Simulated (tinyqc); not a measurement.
Worked calculation: Hubbard chain of 2 sites. Computed by tinyqc, a small Python program that keeps every step. Settings: hopping = 1.41, U = 2.9, mixing = 0.2, iteration cap = 62. Command: `OMP_NUM_THREADS=1 python tinyqc.py 25149 25150 out.jsonl` (the two numbers bound the seeds that draw the settings). One thread of a shared host (Intel(R) Xeon(R) Processor @ 2.60GHz), about 0.2 s of CPU time with the checks. Later iterations appear only in the table of the cycle.

## Mean-field iteration 1

one-body matrix (hopping and site energies) (eV):
```
,1,2
1,-0.90000,-1.41000
2,-1.41000,0.74000
```

U = 2.90000 eV

electrons, up and down: 1  1

mixing = 0.20000

n(up) at the start (a guess, not normalised): 1 0.95000, 2 0.05000

n(down) at the start (a guess): 1 0.05000, 2 0.95000

H(up) = T + U n(down), H(down) = T + U n(up); fill the lowest levels; n(new) = n + mixing (n(out) - n); E = tr T (rho up + rho down) + U sum n_up n_down of the output.

levels, up (eV): -1.18024  3.92024

levels, down (eV): -0.12108  2.86108

energy = -1.63244 eV

n(up) after iteration 1: 1 0.94333, 2 0.05667

n(down) after iteration 1: 1 0.10747, 2 0.89253

## Mean-field iteration 2

As before.

levels, up (eV): -1.04312  3.78312

levels, down (eV): -0.11490  2.85490

energy = -1.65007 eV

n(up) after iteration 2: 1 0.93581, 2 0.06419

n(down) after iteration 2: 1 0.15462, 2 0.84538

## Convergence

Each step fills the lowest levels of T + U n(other spin) and sets n(new) = n + mixing (n(out) - n); stop when output and input agree to 1e-8.

Course of the cycle:
```
iteration,E (eV),largest |n(out) - n(in)|,mean |n_up - n_down|
1,-1.6324449,2.87e-01,0.57926
2,-1.6500716,2.36e-01,0.56256
3,-1.6645129,1.95e-01,0.54552
4,-1.6763941,1.63e-01,0.52849
5,-1.6862515,1.38e-01,0.51169
6,-1.6945160,1.19e-01,0.49532
7,-1.7015202,1.03e-01,0.47947
8,-1.7075167,9.03e-02,0.46422
9,-1.7126969,8.01e-02,0.44959
10,-1.7172066,7.17e-02,0.43559
11,-1.7211588,6.48e-02,0.42222
...,...,...,...
52,-1.7588723,9.80e-03,0.15704
53,-1.7590371,9.54e-03,0.15387
54,-1.7591938,9.28e-03,0.15077
55,-1.7593429,9.03e-03,0.14774
56,-1.7594849,8.80e-03,0.14479
57,-1.7596201,8.57e-03,0.14191
58,-1.7597490,8.35e-03,0.13909
59,-1.7598719,8.14e-03,0.13634
60,-1.7599891,7.93e-03,0.13365
61,-1.7601010,7.74e-03,0.13102
62,-1.7602077,7.54e-03,0.12845
```

Not converged within 62 iterations: the residual falls steadily but slowly, by a factor of about 0.97 a step. The lowest mean-field energy found from random starts is -1.76272 eV. Reruns (cap 100 unless said): mixing 0.5: not converged; mixing 0.9: not converged; the original settings with a cap of 400: not converged.

## The many-body Hamiltonian

Basis: all placements (u, d, 2, 0 on each site), up operators ordered before down ones; hops carry the sign of the same-spin electrons passed.

H (eV), lower triangle:
```
,20,ud,du,02
20,1.10000
ud,-1.41000,-0.16000
du,-1.41000,0.00000,-0.16000
02,0.00000,-1.41000,-1.41000,4.38000
```

## Exact diagonalisation (4 states)

Lowest levels of the sector, and the double occupancy of the lowest state.

lowest levels (eV): -2.04377  -0.16000  2.09518  5.26859

double occupancy per site = 0.16637
